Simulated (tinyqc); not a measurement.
Worked calculation: RHF in the 3-21g basis, for He, spin multiplicity 1. One step of it, computed by the program tinyqc.

Question. Iteration 2: building the Fock matrix. J_ij = sum D_kl (ij|kl), K_ij = sum D_kl (ik|jl); F = H + J - 0.5 K; E = tr D H + tr D J / 2 - 0.25 tr D K + E_nn.

D after iteration 1:
```
          1He 1s    1He 2s
1He 1s  0.327000  0.570187
1He 2s  0.570187  0.994230
```

core Hamiltonian H = T + V (hartree):
```
           1He 1s     1He 2s
1He 1s  -1.573565  -1.656343
1He 2s  -1.656343  -1.400640
```

Two-electron integrals (ij|kl) in chemists' order, unique and non-zero (hartree):
```
(11|11) 1.803255   (21|11) 0.876507   (21|21) 0.452077   (22|11) 0.917008
(22|21) 0.514678   (22|22) 0.698314
```

nuclear repulsion = 0 hartree

Give: Coulomb J; exchange K; Fock matrix F; total energy of this density.

Answer.

Coulomb J (hartree):
```
        1He 1s  1He 2s
1He 1s  2.5009  1.3139
1He 2s  1.3139  1.5811
```

exchange K (hartree):
```
        1He 1s  1He 2s
1He 1s  2.0387  1.5790
1He 2s  1.5790  1.4290
```

Fock matrix F (hartree):
```
         1He 1s   1He 2s
1He 1s  -0.0920  -1.1320
1He 2s  -1.1320  -0.5341
```

total energy of this density = -2.823953 hartree
